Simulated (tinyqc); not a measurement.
Worked calculation: deep level with several charge states, and Shockley-Read-Hall recombination. Values are carried at full precision from step to step, so a last printed digit may differ when a step is redone from the rounded ones.

Energies from Ev. The defect has charge states 0, -1, -2 with weights 1, gm exp((EF - E1)/kT), exp((2 EF - E1 - E2)/kT); the shares are the weights over their sum. Boltzmann carriers: n = Nc exp((EF - Eg)/kT), p = Nv exp(-EF/kT). Neutrality: p - n + Nd + Nt <q> = 0.

Constants: kB = 8.617333262e-05 eV/K.

Values chosen for the exercise (gap and densities of states near those of Ge at this temperature; shifted at random, so the results belong to these values and not to a real crystal):
- Eg = 0.657 eV (gap)
- Nc = 1.06e+19 1/cm^3 (conduction-band density of states)
- Nv = 5.04e+18 1/cm^3 (valence-band density of states)
- T = 300 K
- E1 = 0.198 eV (level (0/-1) above Ev)
- E2 = 0.433 eV (level (-1/-2) above Ev)
- gm = 1 (degeneracy of the middle state, the others 1)
- Nt = 5.3e+13 1/cm^3 (defects)
- Nd = -1.3e+13 1/cm^3 (ionised shallow donors minus acceptors)
- E_try = 0.38 eV (trial Fermi level)
- Et = 0.433 eV (recombination level above Ev)
- sn = 3.1e-16 cm^2 (electron capture cross-section)
- sp_ = 7.7e-16 cm^2 (hole capture cross-section)
- vth = 22000000 cm/s (thermal velocity, both carriers)
- Nm = 3.2e+15 1/cm^3 (equilibrium holes for the lifetime steps)
- dn = 3.4e+13 1/cm^3 (excess pairs)

## Charge states at a trial Fermi level

Form the exponents, the shares, the mean charge and the residual of neutrality at EF = E_try.

exponents of the second and third weights: 7.040  4.990

shares: 0 0.0008, -1 0.8853, -2 0.1140

<q> = -1.1132

n, p (1/cm^3): 2.35e+14  2.08e+12

residual = -3.05e+14 1/cm^3

The residual is negative, so EF must fall.

## The neutral state

Solve for EF.

EF = 0.2886 eV

shares at EF: 0 0.029, -1 0.967, -2 0.004

n = 6.86e+12 1/cm^3
p = 7.15e+13 1/cm^3

Without the defects the majority density would be 2.96e+13 1/cm^3; with them the density of these carriers is 7.15e+13, so they add carriers. Most defects are in the state -1.

## Recombination through one level

One level at Et with degeneracy 1: tn = 1/(sn vth Nt), tp = 1/(sp_ vth Nt), n1 = Nc exp((Et - Eg)/kT), p1 = Nv exp(-Et/kT), ni^2 = n1 p1. Equilibrium p0 = Nm, n0 = ni^2/Nm; n = n0 + dn, p = p0 + dn. U = (n p - ni^2)/(tp (n + n1) + tn (p + p1)), lifetime dn/U; emission rates en = sn vth n1, ep = sp_ vth p1.

Evaluate each quantity.

tn, tp (microsecond): 2.767  1.114

n1, p1 (1/cm^3): 1.83e+15  2.68e+11

U = 9.98e+18 1/(cm^3 s)
lifetime = 3.41 microsecond

The lifetime is 1.232 times the minority capture time tn and 0.878 times tn + tp, the limit of high injection.

## Emission and generation in a depleted region

With n = p = 0 the level generates pairs at G = Nt en ep/(en + ep); generation lifetime tg = ni/G; current density e G W for a width W = 1 micrometre, e = 1.602176634e-19 C.

en, ep (1/s): 1.25e+07  4.54e+03

G = 2.41e+17 1/(cm^3 s)
tg = 92.0 microsecond
current density = 3.86e-06 A/cm^2

The slower step, hole emission, limits the rate: en/ep = 2.75e+03.

## Checks

- U against hole capture minus emission at the steady occupation of the level (1/(cm^3 s)): both 9.975e+18.

Program tinyqc; command `OMP_NUM_THREADS=1 python tinyqc.py 1652407 1652408 out.jsonl`; about 0.01 s on one thread of a shared Intel(R) Xeon(R) Processor @ 2.30GHz.
